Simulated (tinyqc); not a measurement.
Metal-induced gap states at the contact of a metal chain and a two-band chain: one step. Green functions. Three cases, with inputs chosen for the exercise.

Question. The decaying root is g1 = (1 - l)/(E - e1), g2 = (1 - l)/(E - e2), l = exp(-q a). Form them, g_m and G11.

The semiconductor alternates sites A at -Eg/2 and C at +Eg/2 with hopping -t; the gap runs from -Eg/2 to Eg/2. In the gap cosh(q a) = 1 + (Eg^2/4 - E^2)/(2 t^2) and the amplitude changes by -exp(-q a) a period. The metal has site energy 0 and hopping -tm; its end site has g_m = (E - i sqrt(4 tm^2 - E^2))/(2 tm^2). Sites 1, 2, ... count into the semiconductor, with energies e1, e2 alternating. The clean half chain has g1 = 1/(E - e1 - t^2 g2), g2 = 1/(E - e2 - t^2 g1), decaying root. With the contact G11 = 1/(1/g1 - tc^2 g_m), and the density on site j is -Im G_jj/pi = |psi_j/psi_1|^2 (-Im G11/pi), per spin, with psi_2/psi_1 = -t g2, psi_3/psi_2 = -t g1.

Give: g1, g2; g_m; G11.

Case 1.

Values chosen (gap and optical dielectric constant near those of GaN; the chain itself is a model; shifted at random, so the results belong to these values and not to a real crystal): Eg = 3.57 eV (gap); t = 2.23 eV (hopping in the semiconductor); tm = 1.95 eV (hopping in the metal); tc = 1.06 eV (hopping across the contact); end = C (site that touches the metal); E = 0.35 eV (energy from mid-gap).

l = 0.4648493

Answer.

g1, g2 (1/eV): -0.37293  0.25066

g_m = 0.04602-0.51075i 1/eV
G11 = -0.35042-0.07358i 1/eV

Case 2.

Values chosen (gap and optical dielectric constant near those of Ge; the chain itself is a model; shifted at random, so the results belong to these values and not to a real crystal): Eg = 0.68 eV (gap); t = 2.38 eV (hopping in the semiconductor); tm = 1.71 eV (hopping in the metal); tc = 1.08 eV (hopping across the contact); end = A (site that touches the metal); E = -0.03 eV (energy from mid-gap).

l = 0.8674650

Answer.

g1, g2 (1/eV): 0.42753  -0.35820

g_m = -0.00513-0.58477i 1/eV
G11 = 0.39318-0.11436i 1/eV

Case 3.

Values chosen (gap and optical dielectric constant near those of HfO2; the chain itself is a model; shifted at random, so the results belong to these values and not to a real crystal): Eg = 5.65 eV (gap); t = 2.5 eV (hopping in the semiconductor); tm = 3.12 eV (hopping in the metal); tc = 1.63 eV (hopping across the contact); end = C (site that touches the metal); E = -1.96 eV (energy from mid-gap).

l = 0.4525517

Answer.

g1, g2 (1/eV): -0.11441  0.63289

g_m = -0.10067-0.30429i 1/eV
G11 = -0.11696-0.01116i 1/eV

Computed by tinyqc, one run a case: `OMP_NUM_THREADS=1 python tinyqc.py N N+1 out.jsonl` with N = 1480106, 1480161, 1480708; one thread of a shared Intel(R) Xeon(R) Processor @ 2.30GHz, about 0.01 s a run at most.
